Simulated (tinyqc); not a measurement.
One-dimensional ballistic tunnel FET, two-band WKB: two steps of the calculation.

A p-type source for x < 0 with its Fermi level at 0 and its valence edge at ds; in the channel the bands fall as D exp(-x/lam) towards their flat values, with the conduction edge at Ec = ds - dP and D = dP + Eg. The gate moves dP one to one. The drain Fermi level lies at -Vd and the drain side reflects nothing. For w = E - Ec between 0 and dP an electron crosses the gap. Two-band dispersion with equal masses m: inside the gap kappa = sqrt(m u (1 - u/Eg)/C), u the distance from a band edge, C = hbar^2/(2 m0).

Inputs (values chosen for the exercise); band and dielectric values close to those of indium phosphide: temperature T = 300 K; band gap Eg = 1.33 eV; band-edge mass of the two-band model m = 0.093 m0; screening length of the source junction lam = 5.3 nm; source valence edge above the source Fermi level ds = 0.02 eV; drain bias Vd = 0.5 V; number of degenerate subbands (spin apart) g = 1; tunnelling window Ev(source) - Ec(channel) dP = 0.25 eV; energy above the channel conduction edge w0 = 0.18 eV; points of the energy grid nE = 9.

Constants: q = 1.602176634e-19 C, kB = 1.380649e-23 J/K, hbar = 1.054571817e-34 J s, h = 6.62607015e-34 J s, m0 = 9.1093837015e-31 kg, Vt = kB T/q, hbar^2/(2 m0) = 0.0380998212 eV nm^2. Results are converted to the units shown.

Task 1. The exponent in closed form. S(w) = 2 lam int_0^Eg kappa(u) du/(w + Eg - u) = 2 pi lam sqrt(m/(C Eg)) [w + Eg/2 - sqrt(w (w + Eg))], T(w) = exp(-S). The common triangular estimate is S = (4/3) lam sqrt(m/C) Eg^1.5/(dP + Eg) for all w.

Wanted: S(w0); T(w0); triangular S.

Result 1.

S(w0) = 14.601
T(w0) = 4.5574e-7
triangular S = 10.718

Task 2. Current on a coarse grid. I = g (2 q^2/h) int_0^dP T(w) [f(E) - f(E + Vd)] dw, E = ds - dP + w, f(x) = 1/(1 + exp(x/Vt)). Simpson's rule on nE equally spaced points.

Wanted: w; T(w); difference of the f; I.

Result 2.

```
point   w (eV)        T(w)  difference of the f
0      0.00000  9.3510e-14              0.99983
1      0.03125  2.5094e-10              0.99953
2      0.06250   3.3602e-9              0.99846
3      0.09375   1.9594e-8              0.99488
4      0.12500   7.5410e-8              0.98307
5      0.15625   2.2449e-7              0.94546
6      0.18750   5.6009e-7              0.83807
7      0.21875   1.2274e-6              0.60711
8      0.25000   2.4350e-6              0.31569
```

I = 4.6579e-6 uA

tinyqc, about 0.01 s, one thread, Intel Xeon 2.30GHz (shared host): `OMP_NUM_THREADS=1 python tinyqc.py 2620046 2620047 out.jsonl`
